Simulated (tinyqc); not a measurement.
Mass anisotropy: shallow donor in an anisotropic valley (effective-mass theory).

One valley: H = -c [(d2/dx2 + d2/dy2)/mt + (d2/dz2)/ml] - q/(eps r), c = hbar^2/2m0, q = e^2/(4 pi eps0). Trial function exp(-sqrt((x^2 + y^2)/a^2 + z^2/b^2)) with a > b: T = (c/3)(2/(mt a^2) + 1/(ml b^2)), V = -(q/eps) atan(u/b)/u, u = sqrt(a^2 - b^2). The central cell of the impurity is left out.

Constants: hbar^2/2m0 = 3.80998211 eV angstrom^2; e^2/(4 pi eps0) = 14.39964547 eV angstrom; Ry = 13.60569312 eV; a0 (Bohr radius) = 0.5291772105 angstrom.

Parameters, chosen for this exercise (out of a larger set: near those of a group-V donor in Si; not measured data):

| symbol | value | unit | meaning |
|---|---|---|---|
| mt | 0.185 | m0 | transverse mass |
| eps | 11.2 |  | dielectric constant |
| xs | (1.6, 2.2, 3.3, 4.2, 8.7, 15, 56, 100) |  | ratios ml/mt |

mt and eps fixed, ml varied. Energies in units of Ry*(mt) = Ry mt/eps^2 and lengths in a*(mt) = a0 eps/mt; the last two columns use one mass, 3/(1/ml + 2/mt) or (ml mt^2)^(1/3).

Results:

| ml/mt | a/a* | b/a | binding | conductivity mass | density-of-states mass |
|---|---|---|---|---|---|
| 1.60 | 0.908 | 0.846 | 1.162 | 1.143 | 1.170 |
| 2.20 | 0.855 | 0.756 | 1.276 | 1.222 | 1.301 |
| 3.30 | 0.796 | 0.656 | 1.425 | 1.303 | 1.489 |
| 4.20 | 0.765 | 0.602 | 1.515 | 1.340 | 1.613 |
| 8.70 | 0.686 | 0.468 | 1.787 | 1.418 | 2.057 |
| 15.0 | 0.640 | 0.387 | 1.987 | 1.452 | 2.466 |
| 56.0 | 0.561 | 0.247 | 2.433 | 1.487 | 3.826 |
| 100 | 0.536 | 0.203 | 2.605 | 1.493 | 4.642 |

The binding grows from 1.16 to 2.60 Ry*(mt); for ml going to infinity the exact problem becomes two-dimensional, with 4 Ry*. The conductivity mass saturates at 1.5 and underbinds, by 11 % at ml/mt = 4.2; the density-of-states mass errs by +7 % there and by +78 % in the last row. With these mt and eps one unit is 20.07 meV.

tinyqc: `OMP_NUM_THREADS=1 python tinyqc.py 1281702 1281703 out.jsonl`; about 0.01 s, one thread, shared Intel(R) Xeon(R) Processor @ 2.30GHz.
